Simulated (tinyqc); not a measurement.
Off-state leakage of single and stacked transistors: subthreshold current against the height of the stack.

n-channel devices of unit width. Subthreshold current I(Vg, Vs, Vd) = I0 (T/300 K)^0.5 exp[(Vg - Vs - VT(T) - gb (Vs - Vb) + dd (Vd - Vs))/(nf Vt)] (1 - exp(-(Vd - Vs)/Vt)), VT(T) = VT - cT (T - 300 K). Gate-edge tunnelling Ig (Vd/1 V) exp(ag (Vd - 1 V)), for a gate at 0 V, and band-to-band leakage Ab u exp(-Bb/u), u = Vd - Vb + 1 V, flow at a drain held at V; both are taken as independent of T. In a stack of off transistors (all gates at 0 V) the same subthreshold current passes through each.

All n gates at 0 V, bottom source at 0 V, top drain at V; node voltages follow from equal currents.

Inputs (values chosen for the exercise); values of the order met in bulk silicon logic transistors:

| symbol | value | unit | meaning |
|---|---|---|---|
| T | 300 | K | temperature |
| V | 0.7 | V | supply voltage |
| VT | 0.26 | V | threshold at 300 K, zero drain and body bias |
| cT | 0.9 | mV/K | fall of the threshold with temperature |
| I0 | 0.28 | uA/um | current at threshold at 300 K |
| nf | 1.37 |  | slope factor |
| dd | 0.18 |  | drain-induced lowering per volt |
| gb | 0.18 |  | rise of the threshold per volt of source-body bias |
| Vb | -0.3 | V | body voltage |

Constants: q = 1.602176634e-19 C, kB = 1.380649e-23 J/K, Vt = kB T/q. Results are converted to the units shown.

Subthreshold current against the height of the stack:
```
n	I (nA/um)	reduction factor	drain voltage of the bottom device (mV)	source voltage of the top device (mV)	voltage across the top device (V)
1	1.386	1.000	700.0	0	0.7000
2	0.05774	24.01	82.77	82.77	0.6172
3	0.02627	52.78	23.11	103.3	0.5967
4	0.01686	82.24	13.16	114.8	0.5852
5	0.01238	111.9	9.187	122.9	0.5771
6	0.009778	141.8	7.051	129.0	0.5710
```

What does the table show?

The second transistor cuts the current by a factor of 24.0, the third by a further 2.20 and the sixth by 1.27. The top device keeps 81.6 % of the supply at n = 6, while the drain voltage of the bottom one falls to 0.273 Vt.

tinyqc, about 0.03 s, one thread, Intel Xeon 2.30GHz (shared host): `OMP_NUM_THREADS=1 python tinyqc.py 2242093 2242094 out.jsonl`
